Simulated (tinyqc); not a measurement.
# Semiconductor laser, carrier and photon rate equations: effect of the Auger coefficient on threshold and bandwidth

Carrier density N and photon density S in one mode: dN/dt = F1 = eta I/(q V) - (A N + B N^2 + C N^3) - vg g S; dS/dt = F2 = G vg g S + G be B N^2 - S/tp, with g = g0 ln(N/Ntr)/(1 + ec S). Output power P = Fo Eph S V/(G tp). No heating, no carrier transport.

gth = 1/(G vg tp), Nth = Ntr exp(gth/g0), Ith = q V (A Nth + B Nth^2 + C Nth^3)/eta. N and S are the steady state (F1 = F2 = 0, S > 0). Jacobian, with a = g0/(N (1 + ec S)) and d = g/(1 + ec S): J11 = -(A + 2 B N + 3 C N^2) - vg a S, J12 = -vg d, J21 = G vg a S + 2 G be B N, J22 = G vg d - 1/tp. wR^2 = det J, gamma = -trace J, fR = wR/(2 pi); the response wR^2/(wR^2 - w^2 + i gamma w) falls to 1/sqrt(2) at w^2 = x + sqrt(x^2 + wR^4), x = wR^2 - gamma^2/2 (f3dB = w/(2 pi)).

Inputs (values chosen for the exercise): active volume V = 2.7e-11 cm^3; confinement factor G = 0.038; group velocity vg = 7.33e9 cm/s; gain coefficient g0 = 1200 1/cm; transparency density Ntr = 2.1e18 cm^-3; gain compression ec = 7.4e-18 cm^3; photon lifetime tp = 2.4 ps; defect recombination coefficient A = 1.1e8 1/s; radiative coefficient B = 1.1e-10 cm^3/s; share of spontaneous emission into the mode be = 9.4e-5; injection efficiency eta = 0.71; share of cavity losses that is output Fo = 0.43; photon energy Eph = 0.8 eV; drive current I = 100 mA.

Constants: q = 1.602176634e-19 C. Results are converted to the units shown.

Effect of the Auger coefficient on threshold and bandwidth:

| C (cm^6/s) | Ith (mA) | P (mW) | fR (GHz) | gamma (1/ns) | f3dB (GHz) |
|---|---|---|---|---|---|
| 4.1e-31 | 41.63 | 14.10 | 3.309 | 5.495 | 5.078 |
| 7.9e-31 | 42.53 | 13.88 | 3.284 | 5.499 | 5.039 |
| 1.5e-30 | 44.22 | 13.46 | 3.236 | 5.507 | 4.963 |
| 2.9e-30 | 47.54 | 12.64 | 3.140 | 5.523 | 4.811 |
| 5.6e-30 | 53.96 | 11.07 | 2.944 | 5.555 | 4.502 |
| 1.1e-29 | 66.78 | 7.949 | 2.506 | 5.622 | 3.806 |

As C goes from 4.1e-31 to 1.1e-29 cm^6/s, Ith rises from 41.6 to 66.8 mA, fR falls from 3.31 to 2.51 GHz, gamma rises from 5.49 to 5.62 1/ns and f3dB falls from 5.08 to 3.81 GHz.

Program tinyqc, `OMP_NUM_THREADS=1 python tinyqc.py 2840108 2840109 out.jsonl`; Intel Xeon 2.30GHz, shared host, one thread, about 0.01 s.
